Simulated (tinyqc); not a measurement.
Inside a calculation. Model: short-channel transistor, virtual-source model with series resistance.

Program tinyqc, `OMP_NUM_THREADS=1 python tinyqc.py 2380072 2380073 out.jsonl`; Intel Xeon 2.30GHz, shared host, one thread, about 0.01 s. Printed values are rounded.

The current per gate width is the charge at the top of the source barrier (the virtual source) times its velocity times a saturation function; al and be are fitting constants of the model. Units: I in uA/um, Rs in ohm um, so I Rs = 1e-6 I Rs in volts; Q in uC/cm^2, so I = 1e-4 Q vx0 Fsat with vx0 in cm/s.

Parameters, values chosen for the exercise: temperature T = 400 K; inversion capacitance Cinv = 1.4 uF/cm^2; velocity at the virtual source vx0 = 3.27e7 cm/s; apparent mobility mu = 510 cm^2/(V s); channel length L = 90 nm; threshold at zero drain voltage VT0 = 0.397 V; drain-induced barrier lowering dl = 0.13 V/V; subthreshold factor n0 = 1.53; growth of n with drain voltage nd = 0.05 1/V; threshold shift (in units of Vt) from weak to strong inversion al = 3.5; sharpness of saturation be = 1.4; series resistance of each contact Rs = 150 ohm um; gate voltage Vgs = 0.66 V; drain voltage Vds = 0.5 V.

Constants: q = 1.602176634e-19 C, kB = 1.380649e-23 J/K, Vt = kB T/q. Results are converted to the units shown.

## Iteration 1: current through the series resistance

I at the start = 0 uA/um

Intrinsic voltages Vg' = Vgs - I Rs, Vd' = Vds - 2 I Rs. n = n0 + nd Vd', VT = VT0 - dl Vd', Ff = 1/(1 + exp((Vg' - VT + al Vt/2)/(al Vt))), Q = Cinv n Vt ln(1 + exp((Vg' - VT + al Vt Ff)/(n Vt))), Vdsat = (vx0 L/mu)(1 - Ff) + Vt Ff, Fsat = u/(1 + u^be)^(1/be) with u = Vd'/Vdsat, and I(out) = Q vx0 Fsat per width. (Fsat takes the sign of u.) Newton step: I(new) = I + (I(out) - I)/(1 - s), s = dI(out)/dI by a central difference with +/- 0.001 uA/um.

Vg' = 0.66 V
Vd' = 0.5 V
VT = 0.332 V
Ff = 0.0384653
Q = 0.465848 uC/cm^2
Vdsat = 0.556188 V
Fsat = 0.576755
I(out) = 878.585 uA/um
s = -0.736137
I after iteration 1 = 506.057 uA/um

## Iteration 2: current through the series resistance

As before.

Vg' = 0.584091 V
Vd' = 0.348183 V
VT = 0.351736 V
Ff = 0.0812130
Q = 0.339807 uC/cm^2
Vdsat = 0.532993 V
Fsat = 0.477466
I(out) = 530.545 uA/um
s = -0.632356
I after iteration 2 = 521.059 uA/um

## Course of the iteration: current through the series resistance

Stop when I changes by less than 1e-7 uA/um, or after 80 iterations.

Course of the iteration:
```
iteration  I (uA/um)  |change| (uA/um)
1            506.057               506
2            521.059              15.0
3            521.076            0.0171
4            521.076           2.25e-8
```

Converged in 4 iterations. At the end the number of correct digits about doubles with each step.

## What the series resistance costs

converged I = 521.076 uA/um
I0 = 878.585 uA/um

Intrinsic voltages Vg' = Vgs - I Rs, Vd' = Vds - 2 I Rs. n = n0 + nd Vd', VT = VT0 - dl Vd', Ff = 1/(1 + exp((Vg' - VT + al Vt/2)/(al Vt))), Q = Cinv n Vt ln(1 + exp((Vg' - VT + al Vt Ff)/(n Vt))), Vdsat = (vx0 L/mu)(1 - Ff) + Vt Ff, Fsat = u/(1 + u^be)^(1/be) with u = Vd'/Vdsat, and I = Q vx0 Fsat per width. I0 is the current for Rs = 0. Effective velocity I/Q; transit time L Q/I.

loss against I0 = 40.6914 %
effective velocity = 1.55003e7 cm/s
transit time = 0.580634 ps

The carriers leave the virtual source at 47.4 % of vx0: Vd' is not large against Vdsat.
